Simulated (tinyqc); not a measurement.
Finite square well with mass mismatch (envelope functions): one step. How many levels are bound. Two cases, with inputs chosen for the exercise.

Problem. At E = V0 the arctangent equals pi/2, so level n is bound if k0 L > (n - 1) pi with k0 = sqrt(mw V0/c). Compare with the infinitely deep well, E1(hard) = c (pi/L)^2/mw.

A square well of width L and depth V0, mass mw inside and mb outside, energies from the bottom of the well, c = hbar^2/2m0. k = sqrt(mw E/c), kappa = sqrt(mb (V0 - E)/c). psi and psi'/m are continuous at the walls (BenDaniel-Duke), so level n solves k L + 2 atan[(k/mw)/(kappa/mb)] = n pi.

Constants: hbar^2/2m0 = 3.80998211 eV angstrom^2.

Case 1.

Values chosen (near those of an InGaAs well in InP; not measured data):
- L = 49 angstrom (well width)
- V0 = 0.261 eV (barrier height)
- mw = 0.0402 m0 (mass in the well)
- mb = 0.0784 m0 (mass in the barrier)

Case 2.

Values chosen (near those of the light valleys of a Si film in SiO2; not measured data):
- L = 17 angstrom (well width)
- V0 = 3.27 eV (barrier height)
- mw = 0.185 m0 (mass in the well)
- mb = 0.492 m0 (mass in the barrier)

Give: k0; k0 L/pi; number of bound levels; E1(hard).

Solution.

Case 1.

k0 = 0.05248 1/angstrom
k0 L/pi = 0.8185
number of bound levels = 1
E1(hard) = 0.3896 eV

The count does not depend on mb. One more level binds at L = 59.9 angstrom.

Case 2.

k0 = 0.39847 1/angstrom
k0 L/pi = 2.1562
number of bound levels = 3
E1(hard) = 0.7033 eV

The count does not depend on mb. One more level binds at L = 23.7 angstrom.

Computed by tinyqc, one run a case: `OMP_NUM_THREADS=1 python tinyqc.py N N+1 out.jsonl` with N = 1280951, 1280988; one thread of a shared Intel(R) Xeon(R) Processor @ 2.30GHz, about 0.01 s a run at most.
